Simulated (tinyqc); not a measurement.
Capacitance measurement on a leaky thin oxide: effects of series resistance and leakage: one step of the calculation.

The device is a capacitance C in parallel with a leakage conductance G, in series with Rs and Ls. An impedance meter reports either a parallel pair (Cp, Gp) from Y = 1/Z = Gp + i w Cp or a series pair (Cs, Rm) from Z = Rm + 1/(i w Cs); w = 2 pi f, dissipation D = Gp/(w |Cp|).

Task. What the meter reports. Z = Rs + i w Ls + 1/(G + i w C).

Values chosen for this exercise; values of the order met in thin-oxide MOS capacitors:

| symbol | value | unit | meaning |
|---|---|---|---|
| Rs | 150 | ohm | series resistance |
| Ls | 0 | nH | series inductance |
| f | 1e6 | Hz | measuring frequency |

C = 29.666093 pF
G = 755.81395 uS

Find: Z; Cp; Gp; Cs; D.

Result.

Z = 1397.2-307.6i ohm
Cp = 23.917 pF
Gp = 682.62 uS
Cs = 517.43 pF
D = 4.5425

Cp is 19 % below C and Cs is 17.4 times it; G Rs = 0.113, w C Rs = 0.0280 and G/(w C) = 4.05.

Computed by the program tinyqc: `OMP_NUM_THREADS=1 python tinyqc.py 2022037 2022038 out.jsonl`, one thread of a shared Intel Xeon 2.30GHz, about 0.01 s for the whole run.
